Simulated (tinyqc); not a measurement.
Donor binding, ionisation and the Mott limit: one step of the calculation.

Hydrogenic donor: Ry = (m0 q^3/(8 eps0^2 h^2)) me/eps_r^2 in eV, E0 = cc Ry, radius a = q/(8 pi eps0 eps_r E0), Mott density Nm = (0.26/a)^3. Below Nm the level sinks as Ed = E0 [1 - (N/Nm)^(1/3)]. Neutrality: Nc F12(eta) = N/(1 + 2 exp(eta + Ed/kB T)), F12(x) = (2/sqrt(pi)) int_0^infinity sqrt(u)/(1 + exp(u - x)) du.

Problem. Binding energy, radius and Mott density. The mean spacing of the donors is N^(-1/3).

Values chosen for this exercise; band and dielectric values close to those of silicon:
- eps_r = 11.9 (relative permittivity)
- me = 0.256 m0 (mass in the hydrogenic formula, set independently of Nc)
- cc = 1 (ratio of the true binding energy to the hydrogenic one)
- N = 4e17 cm^-3 (donor density)

Constants: q = 1.602176634e-19 C, eps0 = 8.8541878128e-12 F/m, h = 6.62607015e-34 J s, m0 = 9.1093837015e-31 kg. Results are converted to the units shown.

Give: Ry; E0; a; Nm; spacing over a; Ed.

Solution.

Ry = 24.596 meV
E0 = 24.596 meV
a = 2.4598 nm
Nm = 1.1809e18 cm^-3
spacing over a = 5.5175
Ed = 7.4504 meV

Range of the model: A sharp level with degeneracy 2 overstates freeze-out near Nm, where the impurity band broadens and merges with the conduction band.

tinyqc, about 0.02 s, one thread, Intel Xeon 2.30GHz (shared host): `OMP_NUM_THREADS=1 python tinyqc.py 2330008 2330009 out.jsonl`
